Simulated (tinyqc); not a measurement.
Worked calculation: space-charge-limited current through a thin insulating or semi-insulating film with traps. Computed by tinyqc, a small Python program that keeps every step. Command: `OMP_NUM_THREADS=1 python tinyqc.py 3011386 3011387 out.jsonl sclc walk`. One thread of a shared host (Intel(R) Xeon(R) Processor @ 2.30GHz), about 0.01 s of CPU time with the checks. Intermediate numbers are printed to about 5 digits and carried at full precision; extremes and crossings named in words are read from the listed rows.

One ohmic injecting contact at x = 0 (field zero), drift only, non-degenerate free carriers.

Inputs (values chosen for the exercise, modelled on an amorphous oxide semiconductor):

| quantity | value | unit |
|---|---|---|
| permittivity eps | 10 | - |
| band mobility mu | 11 | cm^2/(V s) |
| effective density of states N_c | 4.6e+18 | 1/cm^3 |
| trap density N_t | 4.6e+16 | 1/cm^3 |
| equilibrium Fermi level below the band edge, E_0 | 0.74 | eV |
| thickness d | 320 | nm |
| free density at the anode, in units of N_c | 1.4e-09 | - |
| temperature T | 350 | K |
| characteristic temperature T_c | 1600 | K |

Traps: exponential tail.

Constants: k_B = 8.617333262e-05 eV/K; e = 1.602176634e-19 C; eps_0 = 8.8541878128e-12 F/m.

## Equilibrium and landmark voltages

Free density n_0 = N_c exp(-E_0/k_B T) in equilibrium; trapped density n_t(n) = N_t (n/N_c)^(T/T_c) (the low-temperature form). theta = n/(n + n_t) at the anode density; trap-filled-limit voltage V_TFL = e (N_t - n_t(n_0)) d^2/(2 eps eps_0).

n_0 = 1.0168e+08 1/cm^3

n_t(n_0) = 2.1471e+14 1/cm^3

theta = 1.2103e-05

V_TFL = 4.2419 V

## One point of the curve

J = e mu n F and (eps eps_0/e) dF/dx = n - n_0 + n_t(n) - n_t(n_0) = rho(n). With F = J/(e mu n): d = (eps eps_0 J/(e^2 mu)) I_1 and V = (eps eps_0 J^2/(e^3 mu^2)) I_2, I_k = int_(n_L)^infinity dn/(n^(k+1) rho(n)), n_L the density at the anode; with u = n_L/n, 200 Gauss-Legendre points in t, u = 1 - (1 - t)^2. Anode field J/(e mu n_L); Mott-Gurney current (9/8) eps eps_0 mu V^2/d^3; ohmic current e n_0 mu V/d.

I_1 = 3.6613e-25 cm^6

I_2 = 3.2364e-35 cm^9

current density J = 2.7873e-05 A/cm^2

voltage V = 0.044736 V

anode field over mean field V/d = 1.7567

trap-free Mott-Gurney current = 0.66920 A/cm^2

ohmic current = 2.5052e-07 A/cm^2

J is 4.17e-5 times the trap-free law and 111 times the ohmic current; theta is 1.21e-5. The field ratio is 1 for ohmic flow, 3/2 for the square law and 2 for a uniform fixed charge; here 1.76. Caution: V is below 10 k_B T/e, where diffusion from the contact, left out here, dominates.

## The whole curve

The last column is d ln J/d ln V up to the next row.

Current against voltage:

| n_L (1/cm^3) | V (V) | J (A/cm^2) | slope |
|---|---|---|---|
| 1.10e+08 | 3.1687e-03 | 2.5053e-08 | 2.2107 |
| 8.00e+08 | 2.0177e-02 | 1.5005e-06 | 3.6568 |
| 6.00e+09 | 4.3714e-02 | 2.5355e-05 | 4.3687 |
| 4.50e+10 | 7.9884e-02 | 3.5315e-04 | 4.8008 |
| 3.40e+11 | 1.3629e-01 | 4.5889e-03 | 5.0486 |
| 2.60e+12 | 2.2545e-01 | 5.8254e-02 | 5.0955 |
| 1.90e+13 | 3.6622e-01 | 6.9008e-01 | 4.7614 |
| 1.40e+14 | 6.2027e-01 | 8.4820e+00 | 3.8382 |
| 1.10e+15 | 1.2627e+00 | 1.2985e+02 | 2.8101 |
| 8.10e+15 | 3.6756e+00 | 2.6147e+03 | 2.2518 |
| 6.10e+16 | 1.7826e+01 | 9.1522e+04 | 2.0613 |
| 4.60e+17 | 1.1802e+02 | 4.5044e+06 | - |

The slope starts at 2.21, peaks at 5.1 between 0.225 and 0.366 V and ends at 2.06. Rows below 0.30 V (10 k_B T/e) are formal, since diffusion from the contact rules there. Self-heating is left out, although J V exceeds 1e5 W/cm^2 at the last row. The last rows ignore velocity saturation (mu V/d above 1e7 cm/s). Rows above 96.0 V are formal, since the mean field exceeds 3 MV/cm and breakdown sets in. An exponential tail gives the power law T_c/T + 1 = 5.57, which the middle rows approach.

Checks made by the program: trap-free limit against the Mott-Gurney law (relative difference 5e-08).
